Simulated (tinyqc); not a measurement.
sp3s* tight binding: one step. The Hamiltonian without spin-orbit coupling. Three cases, with inputs chosen for the exercise.

Question. Fill in the 10 x 10 matrix.

sp3s* tight binding, nearest neighbours only: anion (a) at 0, cation (c) at a/4 (1,1,1), orbitals s, px, py, pz, s* on each; k in units of 2 pi/a. With phases e_j = exp(i (pi/2) k.n_j) for n = (1,1,1), (1,-1,-1), (-1,1,-1), (-1,-1,1): g0 = (e1+e2+e3+e4)/4, g1 = (e1+e2-e3-e4)/4, g2 = (e1-e2+e3-e4)/4, g3 = (e1-e2-e3+e4)/4. The diagonal holds the levels Esa, Epa, Exa (s*) and Esc, Epc, Exc. Anion-cation block: <sa|sc> = Vss g0; <sa|xc> = Vsapc g1; <xa|sc> = -Vscpa g1; <xa|xc> = Vxx g0; <xa|yc> = <ya|xc> = Vxy g3, <xa|zc> = <za|xc> = Vxy g2, <ya|zc> = <za|yc> = Vxy g1; <s*a|xc> = Vxapc g1; <xa|s*c> = -Vpaxc g1; y and z take g2 and g3 in place of g1; s-s* and s*-s* vanish.

Case 1.

Values chosen (near a published set for SiC, fitted to gaps, whose masses and valley positions are rough; not measured data): Esa = -8.52 eV (s level of the anion); Epa = 2.147 eV (p level of the anion); Esc = -4.908 eV (s level of the cation); Epc = 4.323 eV (p level of the cation); Exa = 9.749 eV (s* level of the anion); Exc = 9.376 eV (s* level of the cation); Vss = -12.505 eV (s-s); Vxx = 3.03 eV (px-px); Vxy = 5.87 eV (px-py); Vsapc = 9.601 eV (s anion, p cation); Vscpa = 9.088 eV (s cation, p anion); Vxapc = 8.659 eV (s* anion, p cation); Vpaxc = 4.469 eV (p anion, s* cation).

g0, g1, g2, g3: 0.1693441  0.3750555i  0.3750555i  -0.8306559

Case 2.

Values chosen (near a published set for GaAs, fitted to gaps, whose masses and valley positions are rough; not measured data): Esa = -8.414 eV (s level of the anion); Epa = 1.043 eV (p level of the anion); Esc = -2.683 eV (s level of the cation); Epc = 3.634 eV (p level of the cation); Exa = 8.616 eV (s* level of the anion); Exc = 6.714 eV (s* level of the cation); Vss = -6.43 eV (s-s); Vxx = 1.931 eV (px-px); Vxy = 5.087 eV (px-py); Vsapc = 4.48 eV (s anion, p cation); Vscpa = 5.753 eV (s cation, p anion); Vxapc = 4.841 eV (s* anion, p cation); Vpaxc = 4.866 eV (p anion, s* cation).

g0, g1, g2, g3: 0.4574465-0.2589913i  -0.3130667+0.3784327i  -0.3130667+0.3784327i  -0.3130667+0.3784327i

Case 3.

Values chosen (near a published set for Si, fitted to gaps, whose masses and valley positions are rough; spin-orbit coupling, where it is added without a refit, lifts the valence top and shrinks all gaps by about a third of the splitting; not measured data): Esa = -4.199 eV (s level of the anion); Epa = 1.715 eV (p level of the anion); Esc = -4.199 eV (s level of the cation); Epc = 1.715 eV (p level of the cation); Exa = 6.666 eV (s* level of the anion); Exc = 6.666 eV (s* level of the cation); Vss = -8.237 eV (s-s); Vxx = 1.728 eV (px-px); Vxy = 4.597 eV (px-py); Vsapc = 5.683 eV (s anion, p cation); Vscpa = 5.683 eV (s cation, p anion); Vxapc = 5.373 eV (s* anion, p cation); Vpaxc = 5.373 eV (p anion, s* cation).

g0, g1, g2, g3: 0.4804116-0.1026737i  -0.0934259+0.5279655i  -0.1093364+0.4511365i  -0.4957926+0.0994885i

Give: H(k).

Answer.

Case 1.

H(k) (eV):
```
           sa        xa        ya        za       s*a        sc       xc       yc       zc       s*c
sa    -8.5200         0         0         0         0   -2.1176  3.6009i  3.6009i  -7.9751         0
xa          0    2.1470         0         0         0  -3.4085i   0.5131  -4.8760  2.2016i  -1.6761i
ya          0         0    2.1470         0         0  -3.4085i  -4.8760   0.5131  2.2016i  -1.6761i
za          0         0         0    2.1470         0    7.5490  2.2016i  2.2016i   0.5131    3.7122
s*a         0         0         0         0    9.7490         0  3.2476i  3.2476i  -7.1926         0
sc    -2.1176   3.4085i   3.4085i    7.5490         0   -4.9080        0        0        0         0
xc   -3.6009i    0.5131   -4.8760  -2.2016i  -3.2476i         0   4.3230        0        0         0
yc   -3.6009i   -4.8760    0.5131  -2.2016i  -3.2476i         0        0   4.3230        0         0
zc    -7.9751  -2.2016i  -2.2016i    0.5131   -7.1926         0        0        0   4.3230         0
s*c         0   1.6761i   1.6761i    3.7122         0         0        0        0        0    9.3760
```

Case 2.

H(k) (eV):
```
                  sa               xa               ya               za              s*a               sc
sa           -8.4140                0                0                0                0  -2.9414+1.6653i
xa                 0           1.0430                0                0                0   1.8011-2.1771i
ya                 0                0           1.0430                0                0   1.8011-2.1771i
za                 0                0                0           1.0430                0   1.8011-2.1771i
s*a                0                0                0                0           8.6160                0
sc   -2.9414-1.6653i   1.8011+2.1771i   1.8011+2.1771i   1.8011+2.1771i                0          -2.6830
xc   -1.4025-1.6954i   0.8833+0.5001i  -1.5926-1.9251i  -1.5926-1.9251i  -1.5156-1.8320i                0
yc   -1.4025-1.6954i  -1.5926-1.9251i   0.8833+0.5001i  -1.5926-1.9251i  -1.5156-1.8320i                0
zc   -1.4025-1.6954i  -1.5926-1.9251i  -1.5926-1.9251i   0.8833+0.5001i  -1.5156-1.8320i                0
s*c                0   1.5234+1.8415i   1.5234+1.8415i   1.5234+1.8415i                0                0

                  xc               yc               zc             s*c
sa   -1.4025+1.6954i  -1.4025+1.6954i  -1.4025+1.6954i               0
xa    0.8833-0.5001i  -1.5926+1.9251i  -1.5926+1.9251i  1.5234-1.8415i
ya   -1.5926+1.9251i   0.8833-0.5001i  -1.5926+1.9251i  1.5234-1.8415i
za   -1.5926+1.9251i  -1.5926+1.9251i   0.8833-0.5001i  1.5234-1.8415i
s*a  -1.5156+1.8320i  -1.5156+1.8320i  -1.5156+1.8320i               0
sc                 0                0                0               0
xc            3.6340                0                0               0
yc                 0           3.6340                0               0
zc                 0                0           3.6340               0
s*c                0                0                0          6.7140
```

Case 3.

H(k) (eV):
```
                  sa               xa               ya               za              s*a               sc
sa           -4.1990                0                0                0                0  -3.9572+0.8457i
xa                 0           1.7150                0                0                0   0.5309-3.0004i
ya                 0                0           1.7150                0                0   0.6214-2.5638i
za                 0                0                0           1.7150                0   2.8176-0.5654i
s*a                0                0                0                0           6.6660                0
sc   -3.9572-0.8457i   0.5309+3.0004i   0.6214+2.5638i   2.8176+0.5654i                0          -4.1990
xc   -0.5309-3.0004i   0.8302+0.1774i  -2.2792-0.4573i  -0.5026-2.0739i  -0.5020-2.8368i                0
yc   -0.6214-2.5638i  -2.2792-0.4573i   0.8302+0.1774i  -0.4295-2.4271i  -0.5875-2.4240i                0
zc   -2.8176-0.5654i  -0.5026-2.0739i  -0.4295-2.4271i   0.8302+0.1774i  -2.6639-0.5346i                0
s*c                0   0.5020+2.8368i   0.5875+2.4240i   2.6639+0.5346i                0                0

                  xc               yc               zc             s*c
sa   -0.5309+3.0004i  -0.6214+2.5638i  -2.8176+0.5654i               0
xa    0.8302-0.1774i  -2.2792+0.4573i  -0.5026+2.0739i  0.5020-2.8368i
ya   -2.2792+0.4573i   0.8302-0.1774i  -0.4295+2.4271i  0.5875-2.4240i
za   -0.5026+2.0739i  -0.4295+2.4271i   0.8302-0.1774i  2.6639-0.5346i
s*a  -0.5020+2.8368i  -0.5875+2.4240i  -2.6639+0.5346i               0
sc                 0                0                0               0
xc            1.7150                0                0               0
yc                 0           1.7150                0               0
zc                 0                0           1.7150               0
s*c                0                0                0          6.6660
```

Computed by tinyqc, one run a case: `OMP_NUM_THREADS=1 python tinyqc.py N N+1 out.jsonl` with N = 1451194, 1451254, 1451911; one thread of a shared Intel(R) Xeon(R) Processor @ 2.30GHz, about 0.1 s a run at most.
